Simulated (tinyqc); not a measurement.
Gate length: charge control and current of a heterostructure field-effect transistor. Computed by tinyqc, a small Python program. Command: `OMP_NUM_THREADS=1 python tinyqc.py 3024624 3024625 out.jsonl hemt walk`. One thread of a shared host (Intel(R) Xeon(R) Processor @ 2.30GHz), about 0.01 s of CPU time with the checks.

Two subbands in a triangular well; E_F is counted from the conduction band edge of the channel at the interface.

Inputs (values chosen for the exercise, modelled on AlGaAs/GaAs): channel mass m = 0.069 m_0; permittivity eps (barrier and channel) = 12.2; barrier thickness d = 27 nm; Schottky barrier phi_B = 1 eV; conduction band offset dE_c = 0.18 eV; delta-doping density N_d = 4.4e+12 1/cm^2; gate voltage V_G = 0.33 V; mobility mu = 6000 cm^2/(V s); saturation velocity v_s = 1.8 1e7 cm/s; gate length L = 1100 nm; source resistance R_S = 0.33 ohm mm; temperature T = 77 K; mixing = 0.3; iteration cap = 200; spacer between delta layer and channel = 2.5 nm.

Charge source: delta doping. Velocity law: two-piece.

Constants: e = 1.602176634e-19 C; eps_0 = 8.8541878128e-12 F/m; k_B = 8.617333262e-05 eV/K; hbar = 1.054571817e-34 J s; m_0 = 9.1093837015e-31 kg; k_B = 1.380649e-23 J/K.

Method:
- Threshold V_T = phi_B - dE_c - e N_d (d - spacer)/(eps eps_0) (in volts); C_b = eps eps_0/d.
- Charge control: n_s = C_b (V_G - V_T - E_F/e)/e. Well: mean field F = e n_s/(2 eps eps_0), E_i = (hbar^2/2m)^(1/3) [(3 pi e F/2)(i + 3/4)]^(2/3), i = 0, 1; n_s = D k_B T sum_i ln(1 + exp((E_F - E_i)/k_B T)), D = m/(pi hbar^2), which is solved in closed form for E_F.
- Iteration from n_s = C_b (V_G - V_T)/(2e): E_F from n_s, n_out from the charge control, n_new = n_s + mixing (n_out - n_s), kept above n_s/10; stop when |n_out/n_s - 1| < 1e-9.
- C_g = e dn_s/dV_G = 1/(1/C_b + 1/C_q), 1/C_q = d(E_F/e)/d(e n_s) by a central difference of +/- 0.1 % in n_s; added distance dd = eps eps_0/C_q.
- With V = e n_s/C_g and V_c = v_s L/mu: for v = mu F up to v_s, I/W = C_g v_s V_c (sqrt(1 + (V/V_c)^2) - 1) and V_Dsat = V + V_c - sqrt(V^2 + V_c^2); g_m = dI/dV; extrinsic g_m/(1 + g_m R_S); f_T = g_m/(2 pi C_g L).

sheet density n_s = 2.26272e+12 1/cm^2

gate capacitance C_g = 0.339840 microfarad/cm^2

V = 1.06676 V

Scaling; the last columns are v_s/(2 pi L) and mu V/(2 pi L^2):
```
L (nm)  I/W (mA/mm)  g_m (mS/mm)  extrinsic g_m (mS/mm)  f_T (GHz)  velocity limit (GHz)  mobility limit (GHz)
30           647.07       611.69                 508.95     954.90                954.93            1.1319e+05
60           641.63       611.62                 508.91     477.40                477.46            2.8297e+04
120          630.90       611.36                 508.73     238.60                238.73            7.0742e+03
250          608.28       610.21                 507.93     114.31                114.59            1.6299e+03
500          567.21       605.75                 504.84      56.74                 57.30            4.0747e+02
1000         494.35       588.87                 493.06      27.58                 28.65            1.0187e+02
2000         381.66       533.16                 453.39      12.48                 14.32            2.5467e+01
5000         208.38       354.52                 317.39       3.32                  5.73            4.0747e+00
```

What does the comparison show, and why?

f_T scales as L^-1.00 at the short end and L^-1.45 at the long end; the two limits cross at L = mu V/v_s = 3560 nm. g_m tends to C_g v_s = 612 mS/mm, and R_S cuts it by 17 % at the shortest gate. Fringe capacitances and short-channel effects, left out, lower f_T once L is below about ten barrier thicknesses. Caution: E_F lies above the conduction band minimum of the barrier, so electrons would spill into the barrier.

Extremes, crossings and ranges named in words are read from the listed rows.
